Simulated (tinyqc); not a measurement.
## Screening length from the swing

Problem. In a simple model of a Schottky-barrier transistor a barrier thinner than d = 3.8 nm is transparent, so the effective barrier is pn - psi (1 - exp(-d/lam)) and the swing beyond flat band is Vt ln 10/(1 - exp(-d/lam)). Find the thermionic swing, lam, and the effective barrier at psi = 0.2 V.

Values chosen for this exercise:
```
symbol,value,unit,meaning
T,300,K,temperature
pn,0.4,eV,barrier for electrons at both contacts
```

Constants: q = 1.602176634e-19 C, kB = 1.380649e-23 J/K, Vt = kB T/q. Results are converted to the units shown.

swing in the tunnelling range = 107.35563 mV/decade

Answer. The ratio of the two swings is 1 - exp(-d/lam).

Vt ln 10 = 59.5 mV/decade
lam = 4.70 nm
effective barrier = 0.289 eV

Computed by the program tinyqc: `OMP_NUM_THREADS=1 python tinyqc.py 2390021 2390022 out.jsonl`, one thread of a shared Intel Xeon 2.30GHz, about 0.2 s for the whole run.
